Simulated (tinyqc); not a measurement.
Trap density and scattering coefficient from 1/f noise.

Inverse problem. f S = K0 (1 + ac mu Cox I/gm)^2 with K0 = q^2 Vt lt Nt/(W L Cox^2), Vt in eV and Nt per eV. Find K0, Nt and ac.

Parameters, values chosen for the exercise:
- T = 325 K (temperature)
- L = 130 nm (gate length)
- W = 20 um (total gate width)
- Cox = 1.81 uF/cm^2 (gate capacitance)
- mu = 120 cm^2/(V s) (mobility)
- lt = 0.1 nm (tunnelling length into the oxide)

Constants: q = 1.602176634e-19 C, kB = 1.380649e-23 J/K, Vt = kB T/q. Results are converted to the units shown.

I/gm at two biases (V): 0.0377836028  0.192221239
f S at these biases (V^2): 1.77215629e-10  2.13734991e-10

Answer. sqrt(f S) is linear in I/gm: the intercept is sqrt(K0), and slope over intercept is ac mu Cox.

K0 = 1.69e-10 V^2
Nt = 2.00e18 cm^-3 eV^-1
ac = 3.00e3 V s/C

tinyqc, about 0.01 s, one thread, Intel Xeon 2.30GHz (shared host): `OMP_NUM_THREADS=1 python tinyqc.py 2150071 2150072 out.jsonl`
